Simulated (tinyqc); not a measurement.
Molecular dynamics of a small cluster by velocity Verlet steps: one step, computed by the program tinyqc. Command: `OMP_NUM_THREADS=1 python tinyqc.py 3024565 3024566 out.jsonl verlet walk`. One thread of a shared host (Intel(R) Xeon(R) Processor @ 2.30GHz), about 0.2 s of CPU time with the checks.

E = sum_i {sum_j A exp(-p (r_ij/r0 - 1)) - xi sqrt(rho_i)}, rho_i = sum_j exp(-2 q (r_ij/r0 - 1)); the force on i is -sum_j w_ij (R_i - R_j)/r_ij with w_ij = -(2p/r0) A exp(-p (r_ij/r0 - 1)) + (xi q/r0) exp(-2 q (r_ij/r0 - 1)) (rho_i^(-1/2) + rho_j^(-1/2)).

Task: Step 1. Velocity Verlet: a = c F/M with c = 9.648533212e-3 angstrom/fs^2 per eV/(angstrom u); R(new) = R + v dt + a dt^2/2; v(new) = v + (a + a(new)) dt/2. Kinetic energy K = M v^2/(2c); temperature T = 2K/((3N - 3) k_B), rotation of the cluster included.

Inputs (values chosen for the exercise, for model atoms):
```
quantity       value      unit
length r0        3.1  angstrom
repulsion A     0.15        eV
hopping xi      1.66        eV
decay p         10.6         -
decay q         3.31         -
atomic mass M    174         u
time step dt     7.4        fs
```

Potential: Gupta. Thermostat: none.

starting positions (angstrom):
```
            x     y      z
atom 1  -0.04     0   0.01
atom 2   2.93     0  -0.07
atom 3   2.85  2.89  -0.02
atom 4  -0.07  2.92  -0.04
atom 5   1.43  1.49      2
atom 6   1.44  1.39  -2.02
```

starting velocities (angstrom/fs):
```
               x         y         z
atom 1  -0.00039   0.00178  -0.00175
atom 2    -7e-05   0.00102    0.0009
atom 3   0.00181   0.00033   0.00165
atom 4    -5e-05    0.0007   0.00068
atom 5  -0.00179   -0.0033  -0.00069
atom 6    0.0005  -0.00053  -0.00079
```

Constants: 1 eV/(angstrom u) = 9.648533212e-03 angstrom/fs^2; k_B = 8.617333262e-05 eV/K.

Give: positions after step 1; new forces; velocities after step 1; total energy.

Result:

positions after step 1 (angstrom):
```
             x      y       z
atom 1  -0.042  0.014  -0.003
atom 2   2.929  0.008  -0.063
atom 3   2.863  2.892  -0.008
atom 4  -0.070  2.924  -0.035
atom 5   1.417  1.465   1.994
atom 6   1.443  1.386  -2.026
```

new forces (eV/angstrom):
```
              x        y        z
atom 1   0.3977   0.3129   0.0199
atom 2  -0.4083   0.2244   0.2426
atom 3  -0.3476  -0.2215  -0.0653
atom 4   0.5065  -0.4736  -0.0198
atom 5  -0.0075  -0.0520  -0.4430
atom 6  -0.1409   0.2099   0.2656
```

velocities after step 1 (angstrom/fs):
```
                x          y          z
atom 1  -0.000212   0.001926  -0.001738
atom 2  -0.000245   0.001119   0.001006
atom 3   0.001688   0.000250   0.001627
atom 4   0.000146   0.000504   0.000677
atom 5  -0.001802  -0.003339  -0.000881
atom 6   0.000435  -0.000459  -0.000691
```

total energy = -17.43 eV
